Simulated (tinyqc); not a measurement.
Input admittance of a MOSFET at zero drain bias: distributed channel and distributed gate: two steps of the calculation.

Source and drain grounded, strong inversion, w = 2 pi f, Cox = eps0 eox/tox. The channel is an RC line of resistance 1/(mu Cox Vo) per square fed from both ends, so one finger has the intrinsic admittance y = i w Cox L tanh(g)/g per width, g = (1/2) sqrt(i w tau), tau = L^2/(mu Vo). The vertical resistance rv/L is in series with y, the overlaps 2 i w Cov in parallel: y_t = 1/(1/y + rv/L) + 2 i w Cov. The gate strip is a line of Rsh/L per length loaded by y_t, so a finger has Y = y_t Wf tanh(k)/k, k = (Wf/sd) sqrt(y_t Rsh/L); the device has Nf Y.

Parameters, values chosen for the exercise; values of the order met in silicon radio-frequency transistors:
- eox = 3.9 (relative permittivity of the gate insulator (close to silicon dioxide))
- tox = 2 nm (insulator thickness)
- L = 0.43 um (channel length)
- Wf = 1.8 um (finger width)
- Nf = 16 (number of fingers)
- mu = 120 cm^2/(V s) (channel mobility)
- Vo = 0.78 V (gate overdrive)
- Rsh = 40 ohm/square (sheet resistance of the gate)
- rv = 0 ohm um^2 (vertical resistivity of the gate stack)
- sd = 2 (number of ends at which a finger is contacted)
- Cov = 0.17 fF/um (overlap and fringe capacitance on each side)
- f = 12 GHz (frequency)

Constants: eps0 = 8.8541878128e-14 F/cm where lengths are in cm. Results are converted to the units shown.

Question 1. Low-frequency resistances and capacitance. Low-frequency limits, with c = Cox L and ct = c + 2 Cov: R_strip = Rsh Wf/(3 sd^2 L Nf), R_ch = (c/ct)^2 L/(12 mu Cox Vo Wf Nf), R_vert = (c/ct)^2 rv/(L Wf Nf), C = ct Wf Nf.

Give: parts; sum; C; 1/(2 pi R C).

Answer 1.

parts (ohm): strip 0.87209, channel 7.0395, vertical 0
sum = 7.9116 ohm
C = 223.61 fF
1/(2 pi R C) = 89.963 GHz

The channel term is the largest, 89.0 % of the sum.

Question 2. Admittance of the channel and stack per width. tau, g, c = Cox L, y and y_t as defined.

Wanted: tau; g; c; y; y_t.

Answer 2.

tau = 19.75 ps
g = 0.4315+0.4315i
c = 7.424 fF/um
y = 68.0+549.7i uS/um
y_t = 68.0+575.3i uS/um

w tau = 1.49, and Im y is 0.982 of w c.

Computed by the program tinyqc: `OMP_NUM_THREADS=1 python tinyqc.py 2262169 2262170 out.jsonl`, one thread of a shared Intel Xeon 2.30GHz, about 0.01 s for the whole run.
